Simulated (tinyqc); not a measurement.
Substrate current against gate voltage: lateral field, substrate current, probability of reaching the oxide barrier and hot-carrier lifetime of a silicon transistor (pseudo-two-dimensional and lucky-electron models). Computed by tinyqc, a small Python program. Command: `OMP_NUM_THREADS=1 python tinyqc.py 3013633 3013634 out.jsonl hotcar walk`. One thread of a shared host (Intel(R) Xeon(R) Processor @ 2.30GHz), about 0.01 s of CPU time with the checks.

Local-field models: a lucky carrier gains its energy at the peak field over a path free of collisions. Voltages are magnitudes.

Inputs (values chosen for the exercise, modelled on a silicon p-channel): channel length L = 220 nm; oxide thickness t = 4.8 nm; junction depth x_j = 44 nm; mobility mu = 120 cm^2/(V s); saturation velocity v_s = 0.69 1e7 cm/s; threshold voltage V_T = 0.49 V; drain voltage V_D = 2.7 V; ionisation prefactor A_i = 7.4e+06 1/cm; ionisation field B_i = 3.56 MV/cm; hot-carrier mean free path lambda = 4.6 nm; oxide barrier phi_b = 4.6 eV; interface-trap threshold phi_it = 4.7 eV; lifetime constant H = 4 s microampere/micrometre.

Drain: abrupt.

Constants: eps_0 = 8.8541878128e-12 F/m.

Method:
- C_ox = 3.9 eps_0/t; F_sat = 2 v_s/mu; V_Dsat = V_ov F_sat L/(V_ov + F_sat L), V_ov = V_G - V_T; I_D/W = C_ox v_s (V_ov - V_Dsat).
- Scale length l = 0.22 t^(1/3) x_j^(1/2) (all in cm); F_m = sqrt(((V_D - V_Dsat)/l_e)^2 + F_sat^2), with l_e = l; length of the velocity-saturated region l_e ln((V_D - V_Dsat)/(l_e F_sat) + F_m/F_sat).
- Substrate current I_sub/I_D = (A_i/B_i)(V_D - V_Dsat) exp(-B_i/F_m); probability of reaching the oxide barrier exp(-phi_b/(e lambda F_m)); lifetime tau = (H/(I_D/W)) exp(phi_it/(e lambda F_m)).

At the given drain voltage:
```
V_G (V)  V_Dsat (V)  I_D/W (microampere/micrometre)  F_m (kV/cm)  I_sub/W (microampere/micrometre)     tau (s)
0.61         0.1146                            2.70       724.73                            0.1066  1.9675e+06
0.74         0.2275                           11.16       693.88                            0.3392  8.8999e+05
0.94         0.3820                           33.73       651.74                            0.6897  7.6290e+05
1.20         0.5544                           77.23       604.85                            0.9571  1.1236e+06
1.50         0.7218                          143.04       559.43                            1.0134  2.3911e+06
1.90         0.9054                          250.47       509.81                            0.8667  8.0761e+06
2.20         1.0204                          342.33       478.87                            0.7061  2.1571e+07
2.60         1.1505                          476.29       443.99                            0.5054  8.2869e+07
3.00         1.2600                          620.49       414.80                            0.3480  3.2128e+08
```

What follows from these numbers?

I_sub peaks at V_G = 1.5 V, 0.56 V_D: a higher gate voltage brings more carriers but raises V_Dsat and so lowers F_m. The shortest lifetime among the rows lies at V_G = 0.94 V, below that of the largest I_sub, since tau depends more steeply on the field.

Extremes, crossings and ranges named in words are read from the listed rows.
